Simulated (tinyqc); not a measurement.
# CMOS latch-up, two-transistor model: what changes with what

A parasitic pnp (emitter at Vdd, base shunted by Rw) and npn (emitter at ground, base shunted by Rs) feed each other: the npn collector current flows out of the pnp base node, the pnp collector current into the npn base node. Forward-active transistors with constant gains: Icn = Isn exp(Vn/Vt), Icp = Isp (exp(Vp/Vt) - 1). A current Ii is injected into the npn base node.

Inputs (values chosen for the exercise); values close to those of bulk CMOS: temperature T = 300 K; current gain of the npn bn = 8.3; current gain of the pnp bp = 2.3; saturation current of the npn at T Isn = 5.4e-16 A; saturation current of the pnp at T Isp = 2.1e-16 A; substrate resistance shunting the npn Rs = 960 ohm; well resistance shunting the pnp Rw = 2900 ohm; resistance from the pnp collector to the npn base R2 = 45 ohm; base-emitter voltage in the on state Von = 0.72 V; saturation voltage Vsat = 0.16 V; supply voltage Vdd = 0.9 V.

Constants: q = 1.602176634e-19 C, kB = 1.380649e-23 J/K, Vt = kB T/q. Results are converted to the units shown.

Each table varies one quantity; the others keep the values above.

## Effect of the well resistance shunting the pnp

Node equations: Vp/Rw + Icp/bp = Icn and Vn/Rs + Icn/bn = Icp + Ii. Loop gain G = gn gp/[(1/Rw + gp/bp)(1/Rs + gn/bn)], gn = Icn/Vt, gp = (Icp + Isp)/Vt; the off state ends where G = 1, and Ii there is the trigger current. On state with both base-emitter voltages at Von: npn base current Ib = (Von/Rs + bp Von/Rw)/(bn bp - 1), holding current Ih = (bn + 1) Ib + Von/Rs, holding voltage Vh = Vsat + Von + R2 (Ib + Von/Rs).

Effect of the well resistance shunting the pnp:
```
Rw (ohm)  Vn at trigger (V)  trigger current (mA)  Ih (mA)   Vh (V)
290                 0.75083                1.0367   4.0712  0.92982
560                 0.73323               0.89190   2.6558  0.92297
1100                0.71524               0.80821   1.9095  0.91936
2100                0.69813               0.75910   1.5410  0.91758
4000                0.68123               0.72548   1.3484  0.91665
7800                0.66394               0.69892   1.2447  0.91614
15000               0.64738               0.67718   1.1923  0.91589
29000               0.63164               0.65774   1.1649  0.91576
```

Read the table: what changes, and by how much?

As Rw goes from 290 to 29000 ohm, the trigger current falls from 1.04 to 0.658 mA, Ih falls from 4.07 to 1.16 mA and Vh falls from 0.930 to 0.916 V. Vh exceeds the supply Vdd = 0.9 V, which then cannot sustain a latched state, in 8 of the 8 rows. For Rw = 290, 560 Vn at the trigger exceeds the fixed Von of the on-state formulas, so Ih and Vh are too low there.

## Effect of the resistance from the pnp collector to the npn base

Same model as above.

The same in every row: Vn at trigger (V) = 0.6896; trigger current (mA) = 0.7409; Ih (mA) = 1.429.

Effect of the resistance from the pnp collector to the npn base:
```
R2 (ohm)  Vh (V)
5         0.8841
14        0.8915
37        0.9105
100       0.9623
270        1.102
740        1.489
2000       2.526
```

Read the table: what changes, and by how much?

As R2 goes from 5 to 2000 ohm, the trigger current stays at 0.741 mA, Ih stays at 1.43 mA and Vh rises from 0.884 to 2.53 V. Vh exceeds the supply Vdd = 0.9 V, which then cannot sustain a latched state, in 5 of the 7 rows.

Range of the model: Near the trigger Vn + Vp exceeds Vdd by over 0.35 V, so both collector junctions are forward biased and the forward-active model is out of range there.

Numbers from tinyqc (`OMP_NUM_THREADS=1 python tinyqc.py 2670029 2670030 out.jsonl`; about 0.04 s on one thread of a shared Intel Xeon 2.30GHz).
